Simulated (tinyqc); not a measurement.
Capillary instabilities by surface diffusion: grooving and agglomeration of films, edge retraction, wire break-up and smoothing of roughness: one step, computed by the program tinyqc.

Isotropic surface energy; shapes change by surface diffusion alone.

Task: Will grooves cut through? Groove angle beta: sin(beta) = gamma_b/(2 gamma). For circular grains of radius R with spherical caps the groove ends (measured from the mean surface) at the depth R g(beta), g = (2 - 3 cos beta + cos^3 beta)/(3 sin^3 beta). The film parts if R g(beta_s) > h.

Inputs (values chosen for the exercise, for a model film):

| quantity | value | unit |
|---|---|---|
| surface energy gamma_s | 2.83 | J/m^2 |
| grain-boundary energy gamma_b | 0.83 | J/m^2 |
| film thickness h | 19 | nm |
| grain radius R | 48 | nm |

Grooves: at the surface only.

Give: beta_s; sum of g; critical R/h; final depth over h.

Result:

beta_s = 8.432 degrees

sum of g = 0.03693

critical R/h = 27.08

final depth over h = 0.09329

The grooves stop short by this estimate; triple junctions groove deeper and may still open.
